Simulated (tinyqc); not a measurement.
# Schottky barrier on an n-type semiconductor, non-linear Poisson equation by Newton steps: Capacitance-voltage profiling

One dimension, metal at x = 0, donor density C(x) = Nd, uniform. Energies are counted from the electron Fermi level of the semiconductor and the conduction-band edge is Ec = -psi, so n = Nc exp(psi/Vt); holes follow the Fermi level of the metal, at -V, so p = Nv exp((V - psi - Eg)/Vt). Ends: psi(0) = V - phiB and psi = Vt ln(Nd/Nc) deep inside. Boltzmann statistics, full ionisation, no current, no image force in the Poisson equation.

The Poisson equation d/dx(eps0 eps_r dpsi/dx) = -q (p - n + C) is solved on a mesh of about 1000 nodes or more that ends in neutral material. C_s = q d/dV of the integral of n over x, from the linearised equation. Probed depth w = eps0 eps_r/C_s; apparent doping N_app = C_s^3/(q eps0 eps_r dC_s/dV), the derivative by central differences over +/- 0.02 V.

Inputs (values chosen for the exercise); band and dielectric values close to those of cadmium telluride:
- T = 300 K (temperature)
- Eg = 1.48 eV (band gap)
- eps_r = 10 (relative permittivity)
- Nc = 7.89e17 cm^-3 (conduction-band density of states at T)
- Nv = 1.83e19 cm^-3 (valence-band density of states at T)
- Nd = 6e15 cm^-3 (donor density deep in the semiconductor)
- phiB = 0.83 eV (barrier height)

Constants: q = 1.602176634e-19 C, kB = 1.380649e-23 J/K, Vt = kB T/q, eps0 = 8.8541878128e-14 F/cm where lengths are in cm. Results are converted to the units shown.

The same in every row: true C(w) (cm^-3) = 6.000e15.

Result of one run:

| C_s (nF/cm^2) | w (nm) | N_app (cm^-3) | \|E_0\| (kV/cm) |
|---|---|---|---|
| 11.76 | 753.0 | 6.000e15 | 81.75 |

Which bias of the metal against the semiconductor V gave this result: -0.8, -1.6, -2.4, -4 or -7.2 V?

V = -2.4 V.

The whole series:

| V (V) | C_s (nF/cm^2) | w (nm) | N_app (cm^-3) | \|E_0\| (kV/cm) |
|---|---|---|---|---|
| 0 | 25.05 | 353.4 | 5.997e15 | 38.37 |
| -0.8 | 16.97 | 521.8 | 5.999e15 | 56.65 |
| -1.6 | 13.67 | 647.8 | 6.000e15 | 70.33 |
| -2.4 | 11.76 | 753.0 | 6.000e15 | 81.75 |
| -3.2 | 10.48 | 845.2 | 6.000e15 | 91.76 |
| -4 | 9.538 | 928.3 | 6.000e15 | 100.8 |
| -4.8 | 8.814 | 1005 | 6.000e15 | 109.1 |
| -5.6 | 8.233 | 1075 | 6.000e15 | 116.8 |
| -6.4 | 7.754 | 1142 | 6.000e15 | 124.0 |
| -7.2 | 7.350 | 1205 | 6.000e15 | 130.8 |
| -8 | 7.003 | 1264 | 6.000e15 | 137.3 |

C_s falls from 25.1 to 7.00 nF/cm^2 while the probed depth goes from 353 to 1260 nm. The apparent doping stays near 6.00e15 cm^-3. It departs most from the true doping at that depth for V = 0 V, where it is 0.054 % below it; so the doping is read well over the depths probed.

Program tinyqc, `OMP_NUM_THREADS=1 python tinyqc.py 2020029 2020030 out.jsonl`; Intel Xeon 2.30GHz, shared host, one thread, about 0.05 s.
